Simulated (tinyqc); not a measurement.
## Polarisation charge from two barrier thicknesses

Problem. Voff = phiB - dEc - q sigma d/(eps0 eb). Find sigma, phiB - dEc and the thickness at which Voff = 0.

Constants: q = 1.602176634e-19 C, eps0 = 8.8541878128e-14 F/cm where lengths are in cm. Results are converted to the units shown.

Voff at d = 16 and 27 nm (V): -2.3001356  -4.4177288
eb = 9.5082000

Answer. Voff is a straight line in d: its slope is -q sigma/(eps0 eb) and its intercept phiB - dEc.

sigma = 1.01e13 cm^-2
phiB - dEc = 0.780 V
thickness for Voff = 0 = 4.05 nm

Program tinyqc, `OMP_NUM_THREADS=1 python tinyqc.py 2180130 2180131 out.jsonl`; Intel Xeon 2.30GHz, shared host, one thread, about 0.01 s.
